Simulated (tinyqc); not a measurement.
# From one set of inputs to another, one input at a time

Model: decay of LO phonons and the hot-phonon bottleneck in the cooling of electrons. Computed by tinyqc, a small Python program. Command: `OMP_NUM_THREADS=1 python tinyqc.py 3021052 3021053 out.jsonl hotphonon ladder`. One thread of a shared host (Intel(R) Xeon(R) Processor @ 2.30GHz), about 0.02 s of CPU time with the checks.

n(E, T) = 1/(exp(E/(k_B T)) - 1) is the Bose occupation. Electrons have a temperature T_e; the LO modes within their reach share one occupation N; the decay products stay at the lattice temperature.

The inputs printed are set A. Set A is modelled on zinc oxide; the values taken over come from a set modelled on indium arsenide. Inputs not listed in the table keep their values of set A, so the rows need not describe a real material.

Inputs (values chosen for the exercise, modelled on zinc oxide):
```
quantity                                             value    unit
LO energy hbar omega                                    72     meV
lifetime at T = 0, tau_0                               1.4      ps
share f of the energy in the softer product           0.23       -
lattice temperature T                                  400       K
electron mass m*                                     0.277     m_0
eps_inf                                               3.79       -
static dielectric constant eps_s                      8.33       -
electron density n                                 1.8e+17  1/cm^3
density of LO modes that the electrons reach, N_m  3.8e+19  1/cm^3
power supplied per electron P                          2.2      nW
```

Decay channel: two unequal phonons (Ridley).

Constants: k_B = 8.617333262e-05 eV/K; c = 299792458 m/s; e^2/(4 pi eps_0) = 14.39964548 eV angstrom; hbar^2/(2 m_0) = 3.80998212 eV angstrom^2; hbar = 6.582119569e-16 eV s; e = 1.602176634e-19 C.

Method:
- Decay rate 1/tau = (1/tau_0) [1 + n(f hbar omega) + n((1 - f) hbar omega)].
- Full width Gamma = 1/(2 pi c tau) in 1/cm, c in cm/s.
- Froehlich coupling alpha = (e^2/(4 pi eps_0)) (1/eps_inf - 1/eps_s) k_0/(2 hbar omega), k_0 = sqrt(m* hbar omega/(hbar^2/(2 m_0))); emission time tau_sp = hbar/(2 alpha hbar omega); bottleneck ratio r = (n/N_m) tau/tau_sp.
- Net emission per electron: [(N + 1) x - N]/tau_sp with x = exp(-hbar omega/(k_B T_e)), a simple two-level balance; steady state of the modes: n [(N + 1) x - N]/tau_sp = N_m (N - N_0)/tau; power per electron P = hbar omega [(N + 1) x - N]/tau_sp.
- With p = P tau_sp/(hbar omega): N = N_0 + r p and x = (p + N)/(N + 1); without hot phonons N = N_0. The mode temperature T_LO solves n(hbar omega, T_LO) = N.

Each row keeps all changes above it:
```
input moved                                                    from       to  mode temperature T_LO (K)  Raman width Gamma (1/cm)  T_e without hot phonons (K)
set A                                                             -        -                      400.5                     10.89                        401.1
density of LO modes that the electrons reach, N_m (1/cm^3)  3.8e+19  5.8e+19                      400.3                     10.89                        401.1
electron density n (1/cm^3)                                 1.8e+17  1.2e+17                      400.2                     10.89                        401.1
lifetime at T = 0, tau_0 (ps)                                   1.4      7.9                      401.3                      1.93                        401.1
LO energy hbar omega (meV)                                       72     29.4                      400.4                      4.50                        402.0
lattice temperature T (K)                                       400      250                      250.7                      2.86                        251.7
static dielectric constant eps_s                               8.33     15.2                      250.7                      2.86                        251.2
eps_inf                                                        3.79     12.3                      250.7                      2.86                        266.2
```

Which inputs carry the difference?

Mode temperature T_LO goes from 401 to 251, a factor 0.626 in all. The largest single move comes from lattice temperature T (a factor 0.626). Raman width Gamma goes from 10.9 to 2.86, a factor 0.262 in all. The largest single move comes from lifetime at T = 0, tau_0 (a factor 0.177), and LO energy hbar omega works against it (a factor 2.33). T_e without hot phonons goes from 401 to 266, a factor 0.664 in all. The largest single move comes from lattice temperature T (a factor 0.626), and eps_inf works against it (a factor 1.06). The single moves hold for this order of the switches; the total does not depend on the order.

Caution (rows set A, density of LO modes that the electrons reach, N_m, electron density n, lifetime at T = 0, tau_0, LO energy hbar omega, lattice temperature T, static dielectric constant eps_s): alpha is above 1/2, so hbar/tau_sp exceeds hbar omega and the emission time, a weak-coupling result, is only rough.

Extremes, crossings and ranges named in words are read from the listed rows.
